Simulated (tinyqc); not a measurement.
From results back to parameters: special k points of the simple cubic lattice. Three cases, with inputs chosen for the exercise.

Problem. E(k) = -sqrt(D^2 + (e0 - t A_1(k))^2) with A_1 = 6 at Gamma and A_1 = 2 at b1/2; t > 0 and D > 0 are hidden.

Find: t; D.

Method. The difference of the squares is 32 t^2 - 8 e0 t; it is positive, so the quadratic has one positive root t; D^2 follows from either energy.

Case 1.

Values chosen: e0 = 3.24 eV (offset).
E at Gamma = -3.825454 eV
E at b1/2 = -2.988595 eV

Solution.

t = 0.990 eV
D = 2.710 eV

Case 2.

Values chosen: e0 = 1.87 eV (offset).
E at Gamma = -4.390376 eV
E at b1/2 = -2.250022 eV

Solution.

t = 0.940 eV
D = 2.250 eV

Case 3.

Values chosen: e0 = 1.52 eV (offset).
E at Gamma = -3.387108 eV
E at b1/2 = -1.610124 eV

Solution.

t = 0.750 eV
D = 1.610 eV

Computed by tinyqc, one run a case: `OMP_NUM_THREADS=1 python tinyqc.py N N+1 out.jsonl` with N = 1652627, 1680298, 1680343; one thread of a shared Intel(R) Xeon(R) Processor @ 2.30GHz, about 0.2 s a run at most.
